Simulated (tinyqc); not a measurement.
# From mobility along the first direction back to stress X (tension positive)

Model: strain, valley repopulation and piezoresistance in a many-valley conduction band. Computed by tinyqc, a small Python program. Command: `OMP_NUM_THREADS=1 python tinyqc.py 3020987 3020988 out.jsonl valleys inv`. One thread of a shared host (Intel(R) Xeon(R) Processor @ 2.30GHz), about 0.07 s of CPU time with the checks.

Valleys are ellipsoids with mass m_l along the axis a and m_t across it, parabolic, with one constant relaxation time; strain shifts the valleys and leaves the masses alone. Currents are taken along [111], along the load, and along [1-10], across the load.

Inputs (values chosen for the exercise, for a model crystal): longitudinal mass m_l = 1.66 m_0; transverse mass m_t = 0.061 m_0; shear deformation potential Xi_u = 19 eV; dilation deformation potential Xi_d = -4.1 eV; C11 = 117 GPa; C12 = 51.6 GPa; C44 = 61.9 GPa; electron density n = 1.9e+17 1/cm^3; relaxation time tau = 67 fs; temperature T = 100 K.

Valley axes: <111> (4 valleys). Load: uniaxial [111].

Constants: k_B = 8.617333262e-05 eV/K; m_0 = 9.1093837015e-31 kg; k_B = 1.380649e-23 J/K; hbar = 1.054571817e-34 J s; e = 1.602176634e-19 C.

Method:
- Compliances S11 = (C11 + C12)/((C11 - C12)(C11 + 2 C12)), S12 = -C12/((C11 - C12)(C11 + 2 C12)), S44 = 1/C44; stress sigma_ij = X n_i n_j for the unit vector n of the load; e_xx = S11 sigma_xx + S12 (sigma_yy + sigma_zz), e_xy = S44 sigma_xy/2 (tensor strain).
- Herring-Vogt shift of a valley with unit axis a: dE = Xi_d tr(e) + Xi_u a.e.a.
- Each of the 4 valleys holds n_v = N_v (2/sqrt(pi)) F_1/2((E_F - dE_v)/(k_B T)), N_v = 2 (m_d k_B T/(2 pi hbar^2))^(3/2), m_d = (m_l m_t^2)^(1/3); E_F solves sum n_v = n and is counted from the unstrained edge.
- F_j(eta) = int_0^infinity x^j/(1 + exp(x - eta)) dx, without a gamma-function factor. It is evaluated after integrating by parts.
- Integrals over x = E/(k_B T) use 160 Gauss-Legendre points in u = sqrt(x) from 0 to sqrt(max(eta, 0) + 32).
- Mobility tensor mu = e tau sum_v (n_v/n) [1/m_t + (1/m_l - 1/m_t) a a^T]; unstrained mu_0 = e tau (1/m_l + 2/m_t)/3; resistivity along d from the inverse tensor, rho_d = d.mu^-1.d/(n e), mobility along d = 1/(d.mu^-1.d); gauge pi_d = (rho_d/rho_0 - 1)/X.

Question. A run gave the result below. Find the stress X (tension positive), known to lie between 47 and 110 MPa.

mobility along the first direction = 1534.287 cm^2/(V s)

Answer.

Each step takes the trial c = (a f_b - b f_a)/(f_b - f_a), f being the result less the target and a, b, c the logarithms of the listed values; c replaces end b, the old b replaces a if the sign of f changed, and otherwise f_a is halved.

Scan of the range:
```
stress X (tension positive) (MPa)  mobility along the first direction (cm^2/(V s))
47.0                                                                       1493.78
54.2                                                                       1514.99
62.4                                                                       1537.14
71.9                                                                       1560.28
82.9                                                                       1583.94
95.5                                                                       1607.29
110.0                                                                      1629.77
```

False position (Illinois rule, in the logarithm of the input) inside the bracket:
```
step    end a    end b    trial  mobility along the first direction (cm^2/(V s))
1     54.2000  62.4000  61.2786                                          1534.23
2     62.4000  61.2786  61.3000                                          1534.29
3     62.4000  61.3000  61.3002                                          1534.29
4     61.3000  61.3002  61.3001                                          1534.29
```

Mobility along the first direction rises at every point of a 13-point scan of the range (every second point is shown), so one value fits; it is bracketed by 54.2 and 62.4. Answer: stress X (tension positive) = 61.30 MPa.
